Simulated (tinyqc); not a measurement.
Capillary instabilities by surface diffusion: grooving and agglomeration of films, edge retraction, wire break-up and smoothing of roughness: one step, computed by the program tinyqc.

Isotropic surface energy; shapes change by surface diffusion alone.

Task: Break-up of a free wire. A wire with r + A cos(k z) has dA/dt = (B/r^4) (kr)^2 [1 - (kr)^2] A: unstable for wavelengths above 2 pi r, fastest at kr = 1/sqrt 2 with the rate B/(4 r^4); break-up time about (4 r^4/B) ln(r/A0); each wavelength makes a sphere of radius (3 r^2 lambda_m/4)^(1/3).

Inputs (values chosen for the exercise, of the order of those of a copper film):
```
quantity                    value  unit
temperature T                 493     K
time t                        130     s
wire radius r                 3.7    nm
initial ripple over radius   0.05     -
```

B = 15058.84 nm^4/s

Give: fastest wavelength; break-up time; radius of the spheres; t over the break-up time.

Result:

fastest wavelength = 32.88 nm

break-up time = 0.1491 s

radius of the spheres = 6.963 nm

t over the break-up time = 871.7

The wire breaks up within t. Caution: faceting can stabilise wires along low-index directions.
